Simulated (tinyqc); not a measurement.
Finnis-Sinclair potential for a bcc metal: fit to cohesion and elasticity, then vacancy, surfaces and structure: one step, computed by the program tinyqc. Command: `OMP_NUM_THREADS=1 python tinyqc.py 3111006 3111007 out.jsonl fsfit walk`. One thread of a shared host (Intel(R) Xeon(R) Processor @ 2.30GHz), about 0.01 s of CPU time with the checks.

E = (1/2) sum V(r) - A sqrt(rho), rho = sum phi(r), phi = (r - d)^2 for r < d, V = (r - c)^2 (c0 + c1 r + c2 r^2) for r < c. In bcc the 8 first neighbours lie at sqrt(3) a/2 and the 6 second at a; both cut-offs lie below the third shell; Omega = a^3/2; E is per atom and z the number of atoms in a shell. The four constants A, c0, c1, c2 are fitted to E_c, zero pressure, B and C12 - C44 alone, so C44 and C11 - C12 are not matched singly; defects are unrelaxed.

Question. Three linear equations for c0, c1, c2. With v_k = (r - c)^2 r^k the rows are (1/2) sum z v_k, (1/2) sum z r v_k' and (1/2) sum z r^2 v_k''. With rho1 = sum z r phi' and rho2 = sum z r^2 phi'' the right-hand sides are: -E_c + A sqrt(rho) (cohesion); A rho1/(2 sqrt(rho)) (zero pressure); 9 B Omega + A [rho2/(2 sqrt(rho)) - rho1^2/(4 rho^(3/2))] with B = (C11 + 2 C12)/3.

Inputs (values chosen for the exercise, modelled on tantalum):

| quantity | value | unit |
|---|---|---|
| lattice constant a | 3.306 | angstrom |
| cohesive energy E_c | 8.13 | eV |
| target C11 | 262 | GPa |
| target C12 | 165 | GPa |
| pair cut-off c/a | 1.273 | - |

rho = 17.59516 angstrom^2

A = 2.932801 eV/angstrom

rho1 = -92.63573 angstrom^2

rho2 = 262.3113 angstrom^2

Constants: 1 eV/angstrom^3 = 160.2176634 GPa.

Give: matrix; right-hand side.

Answer.

matrix:
```
                 c0      c1      c2
cohesion        9.7    28.8    86.1
pressure      -48.7  -118.6  -276.2
bulk modulus  131.2   109.7  -366.7
```

right-hand side (eV): 4.2  -32.4  206.7
